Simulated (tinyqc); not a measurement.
Which substrate gives the strongest standing wave: standing waves and exposure in a photoresist film.

Values chosen for the exercise:
- lam = 365 nm (vacuum wavelength)
- n1 = 1.729 (resist index)
- A = 0.24 1/micrometre (bleachable absorption (Dill A))
- B = 0.12 1/micrometre (fixed absorption (Dill B))

r12 = (N1 - Ns)/(N1 + Ns) with N1 = n1 + i (A + B) lam/(4 pi), lam in micrometres, and Ns = ns + i ks chosen for the exercise, each substrate thick; contrast 2|r|/(1 + |r|^2); the intensity at the interface relative to the forward wave is |1 + r12|^2.

Results:

| case | ns | ks | \|r12\|^2 | contrast | phase (degrees) | \|1 + r12\|^2 |
|---|---|---|---|---|---|---|
| near Cu | 1.282 | 1.967 | 0.3104 | 0.850 | -110.4 | 0.922 |
| near polySi | 4.989 | 2.546 | 0.3301 | 0.864 | -163.0 | 0.231 |
| near Si3N4 | 2.084 | 0.000 | 0.0087 | 0.185 | 178.2 | 0.822 |
| near W | 3.464 | 2.463 | 0.2728 | 0.821 | -150.7 | 0.361 |
| near Al | 0.405 | 4.503 | 0.8801 | 0.998 | -138.3 | 0.480 |

The strongest reflector is the case near Al (0.880) and the weakest near Si3N4 (0.0087). The intensity at the interface depends on the phase too: it is lowest for the case near polySi (0.231, phase -163 degrees) and highest for near Cu (0.922); a strong reflector with a phase of 180 degrees would put a node there.

tinyqc: `OMP_NUM_THREADS=1 python tinyqc.py 1652367 1652368 out.jsonl`; about 0.01 s, one thread, shared Intel(R) Xeon(R) Processor @ 2.30GHz.
